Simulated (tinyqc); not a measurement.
Inside a calculation. Model: configuration-coordinate model of a defect: Huang-Rhys factor and luminescence line shape. Computed by tinyqc, a small Python program that keeps every step. Command: `OMP_NUM_THREADS=1 python tinyqc.py 3004170 3004171 out.jsonl ccline walk`. One thread of a shared host (Intel(R) Xeon(R) Processor @ 2.30GHz), about 0.02 s of CPU time with the checks. Intermediate numbers are printed to about 6 digits and carried at full precision; extremes and crossings named in words are read from the listed rows.

Ground state E_g(Q) = (1/2) omega_g^2 Q^2; excited state E_e(Q) = E_0 + (1/2) omega_e^2 (Q - dQ)^2 with omega_e = omega_g and E_0 = E_ZPL. Q is mass-weighted; the dipole does not depend on Q (Condon approximation).

Inputs (values chosen for the exercise, for a model defect): zero-phonon energy E_ZPL = 0.691 eV; displacement dQ = 0.736 u^(1/2) angstrom; ground-state phonon hbar omega_g = 30.9 meV; temperature T = 200 K; refractive index n_r = 3.29; transition dipole mu = 2.1 e angstrom; quenching prefactor nu_0 = 3e+11 1/s.

Modes: equal frequencies in both states.

Constants: hbar^2/u = 4.18015928e-03 eV angstrom^2; k_B = 8.617333262e-05 eV/K; hbar = 6.582119569e-16 eV s; e = 1.602176634e-19 C; eps_0 = 8.8541878128e-12 F/m; hbar = 1.054571817e-34 J s; c = 299792458 m/s.

## Huang-Rhys factors and vertical energies

S = hbar omega dQ^2/(2 hbar^2/u) for each state; relaxation energy S hbar omega; absorption at E_0 + S_e hbar omega_e, emission at E_0 - S_g hbar omega_g; the Stokes shift is their difference.

S_g = 2.00213

S_e = 2.00213

relaxation energy, ground state = 0.0618657 eV

relaxation energy, excited state = 0.0618657 eV

vertical absorption energy = 0.752866 eV

vertical emission energy = 0.629134 eV

Stokes shift = 0.123731 eV

The coupling is intermediate: phonon replicas can be resolved beside the zero-phonon line.

## Emission lines at zero temperature

From the lowest excited level the line to ground level n lies at E_ZPL - n hbar omega_g with Franck-Condon weight exp(-S) S^n/n!; the emitted intensity carries a further factor E^3. S = S_g; up to eleven lines, of positive energy only, from n = max(0, integer part of S - 5).

Lines:
```
n   energy (eV)       weight  intensity / largest
0        0.6910  1.35048e-01          5.72946e-01
1        0.6601  2.70383e-01          1.00000e+00
2        0.6292  2.70670e-01          8.66958e-01
3        0.5983  1.80639e-01          4.97461e-01
4        0.5674  9.04153e-02          2.12374e-01
5        0.5365  3.62045e-02          7.18892e-02
6        0.5056  1.20810e-02          2.00778e-02
7        0.4747  3.45538e-03          4.75276e-03
8        0.4438  8.64764e-04          9.71966e-04
9        0.4129  1.92374e-04          1.74130e-04
10       0.3820  3.85157e-05          2.76070e-05
```

The weight peaks at n = 2 and the intensity at n = 1.

## Band at temperature T

Overlaps <m_e|n_g> of harmonic-oscillator functions (Hermite recursion, positive leading coefficients) by a sum over an even grid (700 points from x = -9 to 9 + d for the small table, 1500 points from -16 to 16 + d for the thermal sums), with x = Q sqrt(omega_g/hbar), d = sqrt(2 S_g) and frequency ratio omega_e/omega_g. Initial levels m = 0..24 carry Boltzmann weights exp(-m hbar omega_e/k_B T), normalised; final levels n = 0..79; a line lies at E_ZPL + m hbar omega_e - n hbar omega_g with weight w_m <m|n>^2. Moments are taken over these weights without the E^3 factor; FWHM = 2 sqrt(2 ln 2) x standard deviation; the zero-phonon weight is the sum of w_m <m|m>^2.

mean emission energy = 0.629134 eV

FWHM from the second moment = 0.121798 eV

zero-phonon weight = 0.134581

skewness = -0.426890

Caution: for small S the spectrum is a set of resolved lines, and a Gaussian width has little meaning.

## Crossing, radiative lifetime and thermal quenching

The curves cross at the root Q_c nearest dQ; the barrier is (1/2) omega_e^2 (Q_c - dQ)^2, with (1/2) omega^2 = (hbar omega)^2/(2 hbar^2/u). k_r = n_r omega^3 mu^2/(3 pi eps_0 hbar c^3) at the vertical emission energy, without local-field correction; k_nr = nu_0 exp(-barrier/k_B T) (Mott-Seitz); yield = k_r/(k_r + k_nr); T_1/2 = barrier/(k_B ln(nu_0/k_r)).

Q_c = 4.47832 u^(1/2) angstrom

classical barrier = 1.59947 eV

radiative lifetime = 72.9071 ns

luminescence yield = 1

quenching temperature T_1/2 = 1857.42 K

The barrier is so high that this route does not halve the yield below 1000 K. Caution: the curves cross far outside the range of the harmonic model, so the barrier and T_1/2 have no quantitative meaning.

## Width and zero-phonon weight against temperature

For comparison: FWHM(0) sqrt(coth(hbar omega_e/2 k_B T)) with FWHM(0) from the first row, and exp(-S_g coth(hbar omega_e/2 k_B T)).

Against temperature:
```
T (K)  mean energy (eV)  FWHM (eV)  coth law (eV)  zero-phonon weight  exp(-S coth)
18             0.629134   0.102958       0.102958            0.135048      0.135048
54             0.629134   0.103093       0.103093            0.135049      0.134342
110            0.629134   0.106990       0.106990            0.135062      0.115094
180            0.629134   0.118107       0.118107            0.134813      0.071747
290            0.629134   0.138841       0.138841            0.132347      0.026229
430            0.629134   0.163951       0.163951            0.126219      0.006239
610            0.629134   0.192609       0.192610            0.117311      0.000906
```

The width grows by a factor 1.87, flat while k_B T is well below hbar omega and as sqrt(T) above; for equal frequencies the coth law is exact. The mean energy stays fixed, as it must for equal frequencies. The zero-phonon weight goes from 0.135 to 0.117; the single exponential assumes equal frequencies, leaves out lines that absorb and emit the same number of phonons, and falls to 9.06e-4.

Checks made by the program: grid overlaps at equal frequencies against the Poisson weights (relative difference below 1e-10); width at T against the coth law (relative difference below 1e-10).
